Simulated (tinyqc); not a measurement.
On-chip interconnect, size-dependent resistivity and RC delay: one step of the calculation.

A rectangular line between two neighbours and two ground planes. Surface and grain-boundary scattering are added to the bulk resistivity as corrections; capacitances are parallel-plate values without fringing; inductance is ignored.

Task. Node voltages after a time step. A 1 V step is applied behind Rd at t = 0. C dv/dt = -G v + b, with G the conductance matrix of the ladder (1/Rs between neighbours, 1/Rd added at node 0) and b = (1 V/Rd, 0, ...). Backward Euler step: (C/dt + G) v(new) = (C/dt) v + b.

Values chosen for this exercise:
- Rd = 1900 ohm (driver resistance)
- dt = 18 ps (time step)

Rs = 2564.1269 ohm

```
node     C (fF)  v at t = 1 dt (V)
0     1.9173421         0.63169190
1     3.8346842         0.30717811
2     3.8346842         0.15046237
3     3.8346842         0.07593766
4     3.8346842         0.04289440
5     2.0273421         0.03328249
```

Find: v at t = 2 dt.

Result.

v at t = 2 dt, node 0 to 5 (V): [0.76312, 0.47935, 0.28962, 0.17591, 0.11681, 0.09810]

Range of the model: The metal width is under the mean free path, where the thick-limit surface term and the simple sum of corrections lose accuracy.

Program tinyqc, `OMP_NUM_THREADS=1 python tinyqc.py 2100148 2100149 out.jsonl`; Intel Xeon 2.30GHz, shared host, one thread, about 0.01 s.
